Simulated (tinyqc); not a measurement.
Inside a calculation. Model: one-dimensional ballistic tunnel FET, two-band WKB.

Numbers from tinyqc (`OMP_NUM_THREADS=1 python tinyqc.py 2620068 2620069 out.jsonl`; about 0.01 s on one thread of a shared Intel Xeon 2.30GHz). Printed values are rounded.

A p-type source for x < 0 with its Fermi level at 0 and its valence edge at ds; in the channel the bands fall as D exp(-x/lam) towards their flat values, with the conduction edge at Ec = ds - dP and D = dP + Eg. The gate moves dP one to one. The drain Fermi level lies at -Vd and the drain side reflects nothing. For w = E - Ec between 0 and dP an electron crosses the gap. Two-band dispersion with equal masses m: inside the gap kappa = sqrt(m u (1 - u/Eg)/C), u the distance from a band edge, C = hbar^2/(2 m0).

Values chosen for this exercise; band and dielectric values those of a made-up semiconductor: temperature T = 77 K; band gap Eg = 1.52 eV; band-edge mass of the two-band model m = 0.097 m0; screening length of the source junction lam = 1.7 nm; source valence edge above the source Fermi level ds = 0.03 eV; drain bias Vd = 0.5 V; number of degenerate subbands (spin apart) g = 1; tunnelling window Ev(source) - Ec(channel) dP = 0.19 eV; energy above the channel conduction edge w0 = 0.13 eV; cells of the path nc = 9; points of the energy grid nE = 11.

Constants: q = 1.602176634e-19 C, kB = 1.380649e-23 J/K, hbar = 1.054571817e-34 J s, h = 6.62607015e-34 J s, m0 = 9.1093837015e-31 kg, Vt = kB T/q, hbar^2/(2 m0) = 0.0380998212 eV nm^2. Results are converted to the units shown.

## The path through the gap by the midpoint rule

At w = w0 the path runs from xa = lam ln(D/(w + Eg)) to xb = lam ln(D/w); u(x) = w + Eg - D exp(-x/lam) is the height above the valence edge. Cut it into nc equal cells: S = 2 (cell width) times the sum of kappa at the centres.

xa = 0.06072074 nm
xb = 4.380414 nm
x, cell 0 to 8 (nm): [0.300704, 0.780670, 1.260636, 1.740602, 2.220567, 2.700533, 3.180499, 3.660465, 4.140431]
u, cell 0 to 8 (eV): [0.217231, 0.569660, 0.835399, 1.035772, 1.186859, 1.300781, 1.386681, 1.451451, 1.500290]
kappa, cell 0 to 8 (1/nm): [0.6884895, 0.9522477, 0.9787423, 0.9165571, 0.8137976, 0.6911048, 0.5564640, 0.4082283, 0.2225537]
S = 5.978633

## The exponent in closed form

S(w) = 2 lam int_0^Eg kappa(u) du/(w + Eg - u) = 2 pi lam sqrt(m/(C Eg)) [w + Eg/2 - sqrt(w (w + Eg))], T(w) = exp(-S). The common triangular estimate is S = (4/3) lam sqrt(m/C) Eg^1.5/(dP + Eg) for all w.

S(w0) = 5.900861
T(w0) = 0.002737087
triangular S = 3.963523

The midpoint value is 1.3 % above the closed form, and the triangular estimate 33 % below it.

## Current on a coarse grid

S(w) = 2 lam int_0^Eg kappa(u) du/(w + Eg - u) = 2 pi lam sqrt(m/(C Eg)) [w + Eg/2 - sqrt(w (w + Eg))], T(w) = exp(-S). I = g (2 q^2/h) int_0^dP T(w) [f(E) - f(E + Vd)] dw, E = ds - dP + w, f(x) = 1/(1 + exp(x/Vt)). Simpson's rule on nE equally spaced points.

w, point 0 to 10 (eV): [0.0000000, 0.0190000, 0.0380000, 0.0570000, 0.0760000, 0.0950000, 0.1140000, 0.1330000, 0.1520000, 0.1710000, 0.1900000]
T(w), point 0 to 10: [2.736670e-5, 2.237577e-4, 4.676114e-4, 7.852347e-4, 0.001179973, 0.001653777, 0.002207829, 0.002842716, 0.003558534, 0.004354961, 0.005231319]
difference of the f, point 0 to 10: [1.000000, 1.000000, 1.000000, 0.9999998, 0.9999968, 0.9999443, 0.9990255, 0.9831948, 0.7695309, 0.1600591, 0.01075852]
I = 0.01859096 uA

A converged quadrature gives 0.01887 uA; this grid is 1.5 % below that.
